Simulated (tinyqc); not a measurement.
Franz-Keldysh effect at a direct gap, step by step. Values are carried at full precision from step to step, so a last printed digit may differ when a step is redone from the rounded ones.

Parabolic bands, vertical transitions, no excitons. For each hole band j: mr = me mj/(me + mj); joint density of states J_j(E) = (mr/c)^(3/2) sqrt(E - Eg)/(2 pi^2), both spins, c = hbar^2/2m0; averaged matrix element |e.p|^2 = m0 Ep/6; alpha_j(E) = 4 pi^2 alpha_f c Ep J_j/(3 nr E) in 1/angstrom (alpha_f the fine-structure constant, listed as alpha among the constants), times 1e8 for 1/cm.

In a field Fd (1 kV/cm = 1e-5 V/angstrom) the electro-optic energy of band j is th = (c (e Fd)^2/mr)^(1/3), and sqrt(E - Eg) in J_j is replaced by pi sqrt(th) [Ai'(b)^2 - b Ai(b)^2] with b = (Eg - E)/th; Ai is the Airy function.

Constants: hbar^2/2m0 = 3.80998211 eV angstrom^2; fine-structure constant alpha = 0.007297352564.

Inputs chosen for the exercise (near those of GaAs; not measured data):
```
symbol  value   unit        meaning
Eg      1.388   eV          direct gap
me      0.0696  m0          electron mass
mhh     0.515   m0          heavy-hole mass
mlh     0.085   m0          light-hole mass
Ep      25.9    eV          Kane energy
nr      3.63                refractive index
Fd      62      kV/cm       uniform field
E       1.404   eV          photon energy
L       35      micrometre  length of a waveguide
```

## Electro-optic energy and length

For each hole band give mr, th and the length th/(e Fd).

Scales:
```
hole   mr (m0)  th (meV)  length (angstrom)
heavy  0.06131    28.799               46.5
light  0.03827    33.700               54.4
```

The light-hole pair has th larger by a factor 1.170, the cube root of the ratio of reduced masses.

## Airy factors at E

Ai is the Airy function, th the electro-optic energy of each hole band from the table (its other columns are not needed here), b = (Eg - E)/th with th in eV; the factor takes the place of sqrt(E - Eg) in the joint density of states.

Form b, Ai(b), Ai'(b) and the factor pi sqrt(th) [Ai'^2 - b Ai^2] for each band, beside sqrt(E - Eg) (zero below the gap).

Factors:
```
hole         b   Ai(b)   Ai'(b)  factor (eV^(1/2))  without field
heavy  -0.5556  0.4867  -0.1900            0.08940         0.1265
light  -0.4748  0.4705  -0.2099            0.08602         0.1265
```

## Absorption with and without the field

Put the factors in place of sqrt(E - Eg) in alpha_j and add the bands; a waveguide of length L changes its transmission by 4.343 (alpha(F) - alpha(0)) L dB.

alpha_j in the field (1/cm): heavy 1.72e+03, light 816

alpha(F) = 2.53e+03 1/cm
alpha(0) = 3632 1/cm
change of loss = -16.7 dB

Without the field the loss over L is 55 dB, so this energy is of no use for a modulator. Above the gap the field lowers the absorption at this energy; the sign alternates with energy (Franz-Keldysh oscillations). Excitons, which add a sharp peak at low field, are left out.

## Checks

- Airy factor at b = -40 against the zero-field limit sqrt(-b): 6.33 against 6.32.

tinyqc: `OMP_NUM_THREADS=1 python tinyqc.py 1682107 1682108 out.jsonl`; about 0.01 s, one thread, shared Intel(R) Xeon(R) Processor @ 2.30GHz.
